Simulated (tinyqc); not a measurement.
What each oscillator parameter does: Lorentz oscillators and the Kramers-Kronig relations.

eps(E) = 1 + sum_j S_j/(E0_j^2 - E^2 - i G_j E).

n + i k = sqrt(eps1 + i eps2) with k >= 0; R = ((n - 1)^2 + k^2)/((n + 1)^2 + k^2) at normal incidence from vacuum; alpha = 2 E k/(hbar c), times 1e8 for 1/cm; loss function Im(-1/eps) = eps2/(eps1^2 + eps2^2).

Values chosen for the exercise: E0 = (2.94, 4.88) eV (resonances); G = (0.4, 0.89) eV (widths); S = (21.1, 83) eV^2 (strengths); E = 6.84 eV (photon energy).

At the energy E.

Results for these values:

| case | eps1 | eps2 | n | k | R |
|---|---|---|---|---|---|
| base | -2.926 | 0.934 | 0.270 | 1.732 | 0.766 |

What happens to each result for E = 7.182 eV, all else kept?

Answer: eps1 rises from -2.926 to -2.328; eps2 falls from 0.934 to 0.686; n falls from 0.270 to 0.223; k falls from 1.732 to 1.542; R rises from 0.766 to 0.770.

The same for each parameter in turn:

| case | eps1 | eps2 | n | k | R |
|---|---|---|---|---|---|
| base | -2.926 | 0.934 | 0.270 | 1.732 | 0.766 |
| E0 = (2.94, 5.124) eV | -3.266 | 1.141 | 0.311 | 1.834 | 0.755 |
| G = (0.4, 1.335) eV | -2.671 | 1.280 | 0.381 | 1.678 | 0.677 |
| S = (21.1, 99.6) eV^2 | -3.602 | 1.113 | 0.290 | 1.920 | 0.783 |
| E = 7.182 eV | -2.328 | 0.686 | 0.223 | 1.542 | 0.770 |

(tinyqc, `OMP_NUM_THREADS=1 python tinyqc.py 1682669 1682670 out.jsonl`, Intel(R) Xeon(R) Processor @ 2.30GHz, 1 thread, shared host, about 0.2 s.)
